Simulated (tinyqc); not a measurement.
# Surface potential of a MOS transistor: implicit equation and explicit approximations: accuracy of the approximations against gate voltage

p-type body, charge-sheet picture, depletion and inversion only, full ionisation (an idealisation for deep acceptors), Boltzmann statistics (rough once Na exp(x - xn) passes about Nc/7). In units of Vt: xg = (Vg - Vfb)/Vt, x = psi/Vt, G = gamma/sqrt(Vt), xn = (2 phiF + Vc)/Vt. The implicit equation is (xg - x)^2 = G^2 [x - 1 + exp(x - xn)] for x above about 3. Cox = eps0 eox/tox.

ni = sqrt(Nc Nv) exp(-Eg/(2 Vt)), Eg in volts; phiF = Vt ln(Na/ni); gamma = sqrt(2 q eps0 eps_r Na)/Cox; VT = Vfb + Vt (xn + G sqrt(xn - 1)). Depletion value a = 1 + [sqrt(G^2/4 + xg - 1) - G/2]^2; inversion value b = xn + ln[(xg - xn)^2/G^2 - xn + 1] and first guess y = min(a, b) - ln(1 + exp(-|a - b|)) if a > xn + 1, else b = y = a; one second-order correction with D = exp(y - xn), p = 2 (xg - y) + G^2 (1 + D), w = (xg - y)^2 - G^2 (y - 1 + D): z = y + 2 w/(p + sqrt(p^2 - 2 (2 - G^2 D) w)), or the Newton step z = y + w/p where the root is not real. N_inv = (Cox Vt G/q) [sqrt(x - 1 + exp(x - xn)) - sqrt(x - 1)] at the root. Lambert form (Cox m Vt/q) W0[(G/(2 m sqrt(xn - 1))) exp((Vg - VT)/(m Vt))], m = 1 + G/(2 sqrt(xn - 1)). Errors under 1e-4 mV, and the linear form below VT, are printed as 0.

Parameters, values chosen for the exercise; band and dielectric values those of a made-up semiconductor: temperature T = 250 K; band gap Eg = 1.23 eV; relative permittivity eps_r = 14.1; conduction-band density of states at T Nc = 1.61e19 cm^-3; valence-band density of states at T Nv = 2.58e19 cm^-3; relative permittivity of the gate insulator (close to silicon dioxide) eox = 3.9; insulator thickness tox = 1.3 nm; acceptor density Na = 8e16 cm^-3; flat-band voltage Vfb = -0.74 V; channel-body voltage Vc = 0 V.

Constants: q = 1.602176634e-19 C, kB = 1.380649e-23 J/K, Vt = kB T/q, eps0 = 8.8541878128e-14 F/cm where lengths are in cm. Results are converted to the units shown.

Result of one run:

| Vg (V) | psi (V) | x - xn | error of y (mV) | error of z (mV) | N_inv (cm^-2) | Cox (Vg - VT)/q (cm^-2) | Lambert form (cm^-2) |
|---|---|---|---|---|---|---|---|
| 1.32 | 1.184 | 8.961 | 8.65 | -0.338 | 1.331e13 | 1.662e13 | 1.402e13 |

What becomes of these results when the gate-body voltage Vg is changed from 1.32 to -0.08 V, all else the same?

Result of the changed run:

| Vg (V) | psi (V) | x - xn | error of y (mV) | error of z (mV) | N_inv (cm^-2) | Cox (Vg - VT)/q (cm^-2) | Lambert form (cm^-2) |
|---|---|---|---|---|---|---|---|
| -0.08 | 0.6084 | -17.77 | 0 | 0 | 300.2 | 0 | 217.0 |

The whole series:

| Vg (V) | psi (V) | x - xn | error of y (mV) | error of z (mV) | N_inv (cm^-2) | Cox (Vg - VT)/q (cm^-2) | Lambert form (cm^-2) |
|---|---|---|---|---|---|---|---|
| -0.08 | 0.6084 | -17.77 | 0 | 0 | 300.2 | 0 | 217.0 |
| 0.12 | 0.8006 | -8.853 | 1.13e-4 | 0 | 1.947e6 | 0 | 1.718e6 |
| 0.32 | 0.9928 | 0.07207 | 0.760 | 0 | 1.304e10 | 3.966e10 | 1.312e10 |
| 0.52 | 1.105 | 5.277 | 25.7 | 9.57 | 1.408e12 | 3.355e12 | 1.563e12 |
| 0.72 | 1.140 | 6.904 | 17.1 | 4.97 | 4.124e12 | 6.671e12 | 4.489e12 |
| 0.92 | 1.160 | 7.827 | 12.8 | -1.54 | 7.100e12 | 9.987e12 | 7.610e12 |
| 1.12 | 1.174 | 8.469 | 10.3 | -0.633 | 1.018e13 | 1.330e13 | 1.080e13 |
| 1.32 | 1.184 | 8.961 | 8.65 | -0.338 | 1.331e13 | 1.662e13 | 1.402e13 |
| 1.52 | 1.193 | 9.359 | 7.50 | -0.206 | 1.648e13 | 1.993e13 | 1.726e13 |

psi rises from 0.608 to 1.19 V and ends 9.4 Vt above 2 phiF + Vc. Among the rows the first guess is off by at most 26 mV (at Vg = 0.52 V) and the corrected value by at most 9.6 mV. In the last row the linear form is 21 % above N_inv and the Lambert form 4.7 % above it; in the first row the Lambert form is 28 % below it. For Vg = 0.52, 0.72, 0.92, 1.12, 1.32, 1.52 the electron quasi-Fermi level lies less than 2 Vt below the band edge at the surface, or above it, where degeneracy and confinement, left out, matter.

Numbers from tinyqc (`OMP_NUM_THREADS=1 python tinyqc.py 2122171 2122172 out.jsonl`; about 0.01 s on one thread of a shared Intel Xeon 2.30GHz).
